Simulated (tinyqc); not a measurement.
Stretching all distances: RHF, UHF, MP2, CISD and CCSD against full CI in the sto-6g basis, for H3+, spin multiplicity 1. Computed by the program tinyqc with PySCF. 

Geometry (angstrom):
```
atom       x       y        z
H     0.0000  0.0000   0.0000
H     0.0000  0.0000   0.7650
H     0.0000  0.0000  -0.7650
```

All coordinates are multiplied by the scale. c0^2 is the weight of the RHF determinant in the lowest singlet FCI state (UHF is spin-contaminated and may lie near states of higher spin) and n(LUMO) the first natural occupation beyond the occupied space.

Full CI energy (hartree) and errors against it (kcal/mol):
```
scale   distance 1-2 (angstrom)     E(FCI)      RHF      UHF      MP2    CISD    CCSD  <S^2> UHF    c0^2  n(LUMO)
0.9900                   0.7573  -1.228318  15.8970  15.8970   5.0885  0.0000  0.0000     0.0000  0.9795   0.0368
1.2600                   0.9639  -1.236969  21.5338  21.5338   7.0562  0.0000  0.0000     0.0000  0.9642   0.0621
1.5300                   1.1704  -1.196681  28.3422  24.5790   9.1800  0.0000  0.0000     0.3379  0.9422   0.0951
1.8000                   1.3770  -1.144468  36.8402  21.6680  11.4639  0.0000  0.0000     0.6030  0.9114   0.1370
2.0800                   1.5912  -1.093166  47.7206  17.5206  13.6946  0.0000  0.0000     0.7646  0.8694   0.1896
2.3500                   1.7977  -1.052157  59.8514  14.1224  14.8806  0.0000  0.0000     0.8589  0.8224   0.2457
2.6200                   2.0043  -1.020535  72.6554  11.5505  13.9121  0.0000  0.0000     0.9166  0.7757   0.3010
2.8900                   2.2109  -0.997207  85.0490   9.2799   9.7026  0.0000  0.0000     0.9608  0.7352   0.3500
```

UHF parts from RHF first at scale 1.53 of those listed, where <S^2> leaves zero. The weight c0^2 goes from 0.98 to 0.74 and n(LUMO) from 0.04 to 0.35: static correlation grows as the bonds break into open-shell fragments. The spread of the error along the curve, which distorts its shape, is CISD 0.0, CCSD 0.0, MP2 9.8, UHF 15.3, RHF 69.2 kcal/mol. With two electrons CISD and CCSD are exact.
